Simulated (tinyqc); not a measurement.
Worked calculation: UHF in the sto-3g basis, for BeH2, spin multiplicity 1. One step of it, computed by the program tinyqc.

Problem. Iteration 2: DIIS coefficients. Solve [B -1; -1 0][c; lambda] = [0; -1] for the coefficients, which sum to one.

B (overlaps of the stored error matrices):
```
               1              2
1  9.2360063e-01  1.1925597e-01
2  1.1925597e-01  3.9431311e-02
```

Give: DIIS coefficients.

Solution.

DIIS coefficients: -0.1102  1.1102
